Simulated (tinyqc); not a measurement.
Thermodynamics of metal silicides: hull, first phase, silicon consumed, nucleation and stability against SiO2: one step, computed by the program tinyqc. Command: `OMP_NUM_THREADS=1 python tinyqc.py 3017429 3017430 out.jsonl silphase walk`. One thread of a shared host (Intel(R) Xeon(R) Processor @ 2.30GHz), about 0.01 s of CPU time with the checks.

Entropies of formation of the solids are neglected, so heats stand for free energies. Si fractions: M2Si 0.3333, MSi 0.5000, MSi2 0.6667.

Task: First phase. Effective heat of formation: at the interface the mixture has the Si fraction x_e; the limiting element scales the heat, H_eff = H x_e/x if x_e < x, H (1 - x_e)/(1 - x) otherwise. The rule names the most negative as the first phase; its restriction to congruently melting phases is left out here.

Inputs (values chosen for the exercise, for a model metal):

| quantity | value | unit |
|---|---|---|
| heat of formation of M2Si | -35.6 | kJ/mol atoms |
| heat of formation of MSi | -41.3 | kJ/mol atoms |
| heat of formation of MSi2 | -30.2 | kJ/mol atoms |
| Si fraction x_e at the lowest liquidus | 0.28 | - |

Phases: M2Si, MSi, MSi2.

Give: H_eff; most negative H_eff.

Result:

H_eff (kJ/mol atoms): M2Si -29.904, MSi -23.128, MSi2 -12.684

most negative H_eff = -29.904 kJ/mol atoms

The rule picks M2Si, ahead of MSi by 6.8 kJ/mol; it is not the phase with the most negative heat itself. The rule is empirical and ignores nucleation barriers.
